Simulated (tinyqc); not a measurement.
# Changing the heavy mass M

Model: three-phonon processes in a diatomic chain: dispersion, energy and momentum conservation, and decay channels of optical phonons. Computed by tinyqc, a small Python program. Command: `OMP_NUM_THREADS=1 python tinyqc.py 3120117 3120118 out.jsonl threeph sweep`. One thread of a shared host (Intel(R) Xeon(R) Processor @ 2.30GHz), about 0.01 s of CPU time with the checks.

Cell length a, two atoms, one spring constant. x = q a/pi runs from -1 to 1; A and O are the acoustic and optical branches. Matrix elements are not computed: only conservation laws and occupation factors are followed.

Inputs (values chosen for the exercise, for a model chain): light mass m = 28.1 u; spring constant k = 2.3 eV/angstrom^2.

Constants: nu for 1 eV/(angstrom^2 u) = 15.6333042 THz.

Method. omega^2 = k (1/m + 1/M) -/+ k sqrt((1/m + 1/M)^2 - 4 sin^2(pi x/2)/(m M)); nu = 15.6333042 THz x sqrt(omega^2) for eV/(angstrom^2 u). Acoustic top sqrt(2 k/M), optical bottom sqrt(2 k/m), optical top sqrt(2 k (1/m + 1/M)).

One run for each value; columns: (1) heavy mass M (u); (2) optical top over twice the acoustic top; (3) optical bottom over twice the acoustic top; (4) optical width over acoustic top; (5) acoustic top (THz):
```
(1)       (2)     (3)      (4)     (5)
29.5   0.7159  0.5123  0.40711  6.1733
36.5   0.7581  0.5699  0.37652  5.5499
45.0   0.8064  0.6327  0.34742  4.9983
56.2   0.8660  0.7071  0.31784  4.4726
70.2   0.9352  0.7903  0.28978  4.0019
81.5   0.9875  0.8515  0.27189  3.7141
98.4   1.0609  0.9357  0.25044  3.3801
126.0  1.1709  1.0588  0.22425  2.9871
169.0  1.3242  1.2262  0.19605  2.5792
```

Describe the trends.

Over the rows, optical top over twice the acoustic top rises from 0.716 to 1.32 (exponent d ln y / d ln x 0.27 between the first rows and 0.42 between the last); optical bottom over twice the acoustic top rises from 0.512 to 1.23 (exponent d ln y / d ln x about 0.50 throughout); optical width over acoustic top falls from 0.407 to 0.196 (exponent d ln y / d ln x -0.37 between the first rows and -0.46 between the last).
